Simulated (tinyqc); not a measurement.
Inside a calculation. Model: p-n diode, drift-diffusion by the Gummel loop with Scharfetter-Gummel fluxes.

Computed by the program tinyqc: `OMP_NUM_THREADS=1 python tinyqc.py 2240125 2240126 out.jsonl`, one thread of a shared Intel Xeon 2.30GHz, about 0.2 s for the whole run. Printed values are rounded.

Abrupt junction at x = 0, p side from -Lp, n side to Ln, ohmic contacts. psi is counted from the intrinsic level; n = ni exp((psi - phin)/Vt), p = ni exp((phip - psi)/Vt). Contacts: p side psi = V - Vt ln(Na/ni), p = Na, n = ni^2/Na; n side psi = Vt ln(Nd/ni), n = Nd, p = ni^2/Nd. Constant mobilities, D = mu Vt, Boltzmann statistics, SRH recombination through a mid-gap level, U = (n p - ni^2)/(tp (n + ni) + tn (p + ni)). Current is positive from the p contact to the n contact.

Inputs (values chosen for the exercise); band and dielectric values those of a made-up semiconductor: temperature T = 275 K; band gap Eg = 1.09 eV; relative permittivity eps_r = 9.96; conduction-band density of states at T Nc = 5.78e17 cm^-3; valence-band density of states at T Nv = 1.13e19 cm^-3; acceptor density of the p side Na = 3.8e15 cm^-3; donor density of the n side Nd = 6.7e15 cm^-3; electron mobility mun = 3000 cm^2/(V s); hole mobility mup = 250 cm^2/(V s); SRH lifetime of electrons tn = 7e-7 s; SRH lifetime of holes tp = 2e-10 s; uniform generation rate G = 0 cm^-3 s^-1; bias of the p contact V = 0.42 V.

Constants: q = 1.602176634e-19 C, kB = 1.380649e-23 J/K, Vt = kB T/q, eps0 = 8.8541878128e-14 F/cm where lengths are in cm. Results are converted to the units shown.

## Intrinsic density and built-in voltage

ni = sqrt(Nc Nv) exp(-Eg/(2 Vt)), Eg in volts; Vbi = Vt ln(Na Nd/ni^2).

ni = 2.62772e8 cm^-3
Vbi = 0.794845 V

## Round 1: Poisson equation

```
node  x (nm)  phin at the start (V)  phip at the start (V)
0      -1400                   0.42                   0.42
1       -968                      0                   0.42
2       -640                      0                   0.42
3       -390                      0                   0.42
4       -200                      0                   0.42
5        -55                      0                   0.42
6         55                      0                   0.42
7        247                      0                   0.42
8        584                      0                   0.42
9       1170                      0                   0.42
10      2200                      0                   0.42
11      4000                      0                      0
```

With phin and phip held, solve a_i (psi_(i+1) - psi_i) - a_(i-1) (psi_i - psi_(i-1)) + q w_i (p_i - n_i + C_i) = 0 for the inner nodes by Newton steps to convergence; a_i = eps0 eps_r/h_i, h_i = x_(i+1) - x_i, w_i = (h_(i-1) + h_i)/2, C = -Na or +Nd.

```
node   psi (V)  n after Poisson (cm^-3)  p after Poisson (cm^-3)
0     0.029297                  18.1708                   3.8e15
1     0.029299                9.04747e8               3.79968e15
2     0.029373                9.07585e8               3.78780e15
3     0.031032                9.73376e8               3.53178e15
4     0.052662                2.42482e9               1.41774e15
5     0.174286               4.10797e11               8.36848e12
6     0.363176               1.18933e15                2.89049e9
7     0.402615               6.28185e15                5.47251e8
8     0.404123               6.69470e15                5.13503e8
9     0.404142               6.69998e15                5.13098e8
10    0.404142               6.70000e15                5.13097e8
11    0.404142                   6.7e15                  10.3058
```

## Round 1: electron continuity

With psi and p held, F_i = (mun Vt/h_i) [n_(i+1) B(d_i) - n_i B(-d_i)], d_i = (psi_(i+1) - psi_i)/Vt, B(d) = d/(exp(d) - 1); solve F_i - F_(i-1) = w_i [(n_i p_i - ni^2)/den_i - G] for the new n, with den = tp (n + ni) + tn (p + ni) taken at the old n and p, h_i = x_(i+1) - x_i, w_i = (h_(i-1) + h_i)/2; phin = psi - Vt ln(n/ni).

```
node  new n (cm^-3)  phin after round 1 (V)
0           18.1708                0.420000
1         3.46951e8                0.022714
2         6.11876e8                0.009343
3         8.64213e8                0.002819
4         2.40219e9                0.000222
5        4.10785e11                0.000001
6        1.18933e15                0.000000
7        6.28184e15                0.000000
8        6.69469e15                0.000000
9        6.69997e15                0.000000
10       6.70000e15                0.000000
11           6.7e15                0.000000
```

## Round 1: hole continuity

With psi and the new n held, F_i = (mup Vt/h_i) [p_(i+1) B(-d_i) - p_i B(d_i)], d_i = (psi_(i+1) - psi_i)/Vt, B(d) = d/(exp(d) - 1); solve F_i - F_(i-1) = w_i [(n_i p_i - ni^2)/den_i - G] for the new p, with den = tp (n + ni) + tn (p + ni) taken at the new n and the old p, h_i = x_(i+1) - x_i, w_i = (h_(i-1) + h_i)/2; phip = psi + Vt ln(p/ni).

```
node  new p (cm^-3)  phip after round 1 (V)
0            3.8e15                0.420000
1        3.79968e15                0.420000
2        3.78779e15                0.420000
3        3.53177e15                0.420000
4        1.41773e15                0.420000
5        8.36832e12                0.420000
6         2.81968e9                0.419412
7         3.87151e8                0.411798
8         1.33204e8                0.388023
9         2.41096e7                0.347536
10        1.73856e6                0.285222
11          10.3058                0.000000
```

## Round 2: Poisson equation

As before.

```
node   psi (V)  n after Poisson (cm^-3)  p after Poisson (cm^-3)
0     0.029297                  18.1708                   3.8e15
1     0.029299                3.46951e8               3.79968e15
2     0.029373                6.11875e8               3.78780e15
3     0.031032                8.64211e8               3.53178e15
4     0.052661                2.40218e9               1.41774e15
5     0.174286               4.10785e11               8.36832e12
6     0.363176               1.18933e15                2.81967e9
7     0.402615               6.28185e15                3.87151e8
8     0.404123               6.69470e15                1.33204e8
9     0.404142               6.69998e15                2.41096e7
10    0.404142               6.70000e15                1.73856e6
11    0.404142                   6.7e15                  10.3058
```

## Round 2: electron continuity

As before.

```
node  new n (cm^-3)  phin after round 2 (V)
0           18.1708                0.420000
1         3.46951e8                0.022714
2         6.11875e8                0.009343
3         8.64212e8                0.002819
4         2.40218e9                0.000222
5        4.10785e11                0.000001
6        1.18933e15                0.000000
7        6.28185e15                0.000000
8        6.69470e15                0.000000
9        6.69998e15                0.000000
10       6.70000e15                0.000000
11           6.7e15                0.000000
```

## Round 2: hole continuity

As before.

```
node  new p (cm^-3)  phip after round 2 (V)
0            3.8e15                0.420000
1        3.79968e15                0.420000
2        3.78780e15                0.420000
3        3.53178e15                0.420000
4        1.41774e15                0.420000
5        8.36832e12                0.420000
6         2.81966e9                0.419412
7         3.87142e8                0.411798
8         1.33187e8                0.388020
9         2.41021e7                0.347529
10        1.73761e6                0.285209
11          10.3058                0.000000
```

## Course of the Gummel loop

Stop when phin and phip change by less than 1e-8 V, or after 80 rounds. J = Jn at the p contact + Jp at the n contact + q sum w_i U_i - q G sum w_i over the inner nodes, which avoids differences of large majority fluxes: Jn = (q mun Vt/h_0)[n_1 B(d_0) - n_0 B(-d_0)], Jp = (q mup Vt/h_last)[p_(N-1) B(d_last) - p_N B(-d_last)], d_i = (psi_(i+1) - psi_i)/Vt, B(d) = d/(exp(d) - 1), w_i = (h_(i-1) + h_i)/2.

Course of the iteration:
```
round  J (A/cm^2)  largest change of phin, phip (V)
1      1.41386e-4                             0.135
2      1.41385e-4                           1.30e-5
3      1.41385e-4                          7.80e-10
```

Converged in 3 rounds.

## Recombination and current

```
node  converged psi (V)  converged n (cm^-3)  converged p (cm^-3)
0              0.029297              18.1708               3.8e15
1              0.029299            3.46951e8           3.79968e15
2              0.029373            6.11875e8           3.78780e15
3              0.031032            8.64212e8           3.53178e15
4              0.052661            2.40218e9           1.41774e15
5              0.174286           4.10785e11           8.36833e12
6              0.363176           1.18933e15            2.81966e9
7              0.402615           6.28185e15            3.87142e8
8              0.404123           6.69470e15            1.33187e8
9              0.404142           6.69998e15            2.41021e7
10             0.404142           6.70000e15            1.73761e6
11             0.404142               6.7e15              10.3058
```

U_i as defined. J = Jn at the p contact + Jp at the n contact + q sum w_i U_i - q G sum w_i over the inner nodes, which avoids differences of large majority fluxes: Jn = (q mun Vt/h_0)[n_1 B(d_0) - n_0 B(-d_0)], Jp = (q mup Vt/h_last)[p_(N-1) B(d_last) - p_N B(-d_last)], d_i = (psi_(i+1) - psi_i)/Vt, B(d) = d/(exp(d) - 1), w_i = (h_(i-1) + h_i)/2.

U, node 0 to 11 (cm^-3 s^-1): 0  4.95644e14  8.74107e14  1.23459e15  3.43169e15  5.86809e17  1.39716e19  1.93501e18  6.65798e17  1.20492e17  8.68680e15  0
Jn at the p contact = 9.14751e-5 A/cm^2
Jp at the n contact = 9.16290e-9 A/cm^2
recombination = 4.99004e-5 A/cm^2
generation = 0 A/cm^2
J = 1.41385e-4 A/cm^2

A 500-node mesh gives J = 1.781e-4 A/cm^2; this mesh differs from it by -3.7e-5 A/cm^2 (-21 %).
